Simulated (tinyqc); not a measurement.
Reflectance at normal incidence against thickness.

Normal incidence on air, film (n1) and substrate (N2 = n2 - i k2): r01 = (1 - n1)/(1 + n1), r12 = (n1 - N2)/(n1 + N2), amplitude (r01 + r12 X)/(1 + r01 r12 X), X = exp(-4 pi i n1 d/lam), R its squared modulus, phase from 0 to 360 degrees.

Inputs (values chosen for the exercise): wavelength lam = 800 nm; index of the transparent film n1 = 2.381; index of the substrate n2 = 3.692; extinction coefficient of the substrate k2 = 0.0065.

Results:
```
d (nm)  R (%)  phase of the reflected amplitude (degrees)
0       32.92                                       179.9
21      29.83                                       168.1
42      21.13                                       157.1
64      9.532                                       153.3
106     10.58                                       207.3
128     22.25                                       201.8
149     30.44                                       190.7
170     32.89                                       178.8
```

Estimate the missing row, d = 85 nm.

Computed row:
```
d (nm)  R (%)  phase of the reflected amplitude (degrees)
85      4.478                                       182.4
```

With this row back in the table: R goes from 32.9 through a minimum of 4.48 (at d = 85 nm among the rows listed) to 32.9 %. At a quarter wave, d = 84.0 nm, R = 4.46 %; for a transparent substrate it would vanish for n1 = sqrt(n2) = 1.92.

tinyqc, about 0.01 s, one thread, Intel Xeon 2.30GHz (shared host): `OMP_NUM_THREADS=1 python tinyqc.py 2870197 2870198 out.jsonl`
